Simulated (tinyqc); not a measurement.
Well width from the intersubband spacing.

Problem. In an empty well of width L and depth Vb, level k solves kw L/2 = (k - 1) pi/2 + arctan(sqrt((mw/mb)(Vb - E)/E)) with kw = sqrt(mw E/C), C = hbar^2/(2 m0). Find L, E1 and E2 from the spacing.

Parameters, values chosen for the exercise; material values those of a made-up well: mass along z in the well mw = 0.0384 m0; mass along z in the barriers mb = 0.0701 m0; barrier height Vb = 0.49 eV.

Constants: q = 1.602176634e-19 C, hbar = 1.054571817e-34 J s, m0 = 9.1093837015e-31 kg, hbar^2/(2 m0) = 0.0380998212 eV nm^2. Results are converted to the units shown.

E2 - E1 = 157.96497 meV

Answer. Both levels are solved for trial widths until their difference matches. A second level is bound only for L above 4.47 nm, and over that range one width gives this spacing.

L = 9.900 nm
E1 = 52.13 meV
E2 = 210.1 meV

tinyqc, about 0.1 s, one thread, Intel Xeon 2.30GHz (shared host): `OMP_NUM_THREADS=1 python tinyqc.py 2140062 2140063 out.jsonl`
